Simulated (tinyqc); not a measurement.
# Schottky diode by thermionic emission with image-force lowering and series resistance: two studies

Metal on an n-type semiconductor with one parabolic valley; V > 0 is forward bias (metal positive). I = I0 [exp(Vj/(n Vt)) - 1] with Vj = V - I Rs; I0 = S A* T^2 exp(-(phi - dphi)/Vt), the lowering dphi taken at zero bias.

Values chosen for this exercise; band and dielectric values close to those of In0.53Ga0.47As: temperature T = 250 K; electron mass me = 0.0409 m0; relative permittivity eps_r = 14.2; barrier height seen from the metal phi = 0.35 eV; donor density Nd = 1.3e16 cm^-3; area S = 9.9e-5 cm^2.

Constants: q = 1.602176634e-19 C, kB = 1.380649e-23 J/K, h = 6.62607015e-34 J s, m0 = 9.1093837015e-31 kg, Vt = kB T/q, eps0 = 8.8541878128e-14 F/cm where lengths are in cm. Results are converted to the units shown.

Each table varies one quantity; the others keep the values above.

## Soft saturation in reverse bias

A* = 4 pi q me m0 kB^2/h^3 (times 1e-4 for A/(cm^2 K^2)); Nc = 2 (2 pi me m0 kB T/h^2)^1.5 (times 1e-6 for cm^-3); xi = Vt ln(Nc/Nd), Vbi = phi - xi; surface field Em = sqrt(2 q Nd (Vbi - V - Vt)/(eps0 eps_r)); dphi = sqrt(q Em/(4 pi eps0 eps_r)). Here dphi follows the bias, J = -A* T^2 exp(-(phi - dphi(V))/Vt) [1 - exp(V/Vt)], without Rs.

Soft saturation in reverse bias:
```
V (V)  Em (kV/cm)  dphi (meV)  J (A/cm^2)
-0.2        39.66       20.05    -0.06854
-0.5        50.66       22.67    -0.07738
-1          64.99       25.67    -0.08897
-2          86.81       29.67     -0.1071
-4          119.0       34.74     -0.1355
-7          155.2       39.68     -0.1704
-10         184.5       43.25     -0.2012
-15         225.0       47.76     -0.2481
```

Read the table: what changes, and by how much?

dphi rises from 20.1 to 47.8 meV, as the square root of the field, and |J| grows by a factor of 3.62: the reverse current does not saturate. Tunnelling and generation are left out.

## Effect of the doping on the lowering

Same model as above.

Here V = 0 in Em.

Result of one run:
```
Nd (cm^-3)  Vbi (V)  Em (kV/cm)  dphi (meV)    I0 (A)
2.7e16       0.3120       44.70       21.29  7.187e-6
```

What becomes of these results when the donor density Nd is changed from 2.7e16 to 4e15 cm^-3, all else the same?

Result of the changed run:
```
Nd (cm^-3)  Vbi (V)  Em (kV/cm)  dphi (meV)    I0 (A)
4e15         0.2708       15.94       12.71  4.827e-6
```

The whole series:
```
Nd (cm^-3)  Vbi (V)  Em (kV/cm)  dphi (meV)    I0 (A)
8.7e13       0.1883       1.923       4.416  3.284e-6
2.3e14       0.2093       3.317       5.800  3.502e-6
5.9e14       0.2296       5.593       7.531  3.795e-6
1.5e15       0.2497       9.339       9.732  4.203e-6
4e15         0.2708       15.94       12.71  4.827e-6
1e16         0.2906       26.18       16.29  5.700e-6
2.7e16       0.3120       44.70       21.29  7.187e-6
```

dphi rises from 4.42 to 21.3 meV, as Nd^(0.27) (1/4 at fixed Vbi), and I0 grows by a factor of 2.19. Emission limits the current only if the drift velocity at the surface is well above A* T^2/(q Nc) = 1.21e7 cm/s; with a mobility of 10800 cm^2/(V s) it is less than three times that in 2 of the rows, where I0 is overstated.

tinyqc, about 0.01 s, one thread, Intel Xeon 2.30GHz (shared host): `OMP_NUM_THREADS=1 python tinyqc.py 2640110 2640111 out.jsonl`
